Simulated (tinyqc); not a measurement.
Inside a calculation. Method: tight binding, dimerised chain. One step of it, computed by the program tinyqc.

Problem. Open chain of 3 cells. The same hoppings without the wrap-around bond.

H of the open chain (eV):
```
[[0.470000, -1.020000, 0.000000, 0.000000, 0.000000, 0.000000],
 [-1.020000, -0.470000, -1.910000, 0.000000, 0.000000, 0.000000],
 [0.000000, -1.910000, 0.470000, -1.020000, 0.000000, 0.000000],
 [0.000000, 0.000000, -1.020000, -0.470000, -1.910000, 0.000000],
 [0.000000, 0.000000, 0.000000, -1.910000, 0.470000, -1.020000],
 [0.000000, 0.000000, 0.000000, 0.000000, -1.020000, -0.470000]]
```

Give: levels; weights of the highest filled level on the sites.

Solution.

levels (eV): [-2.6838, -1.8996, -0.5182, 0.5182, 1.8996, 2.6838]

weights of the highest filled level on the sites: [0.0356, 0.0334, 0.0092, 0.1897, 0.0016, 0.7304]

The bulk gap runs from -1.0065 to 1.0065 eV; 2 level(s) of this chain lie inside it: end states, which need the weaker bond inside the cell and a chain longer than their decay length.
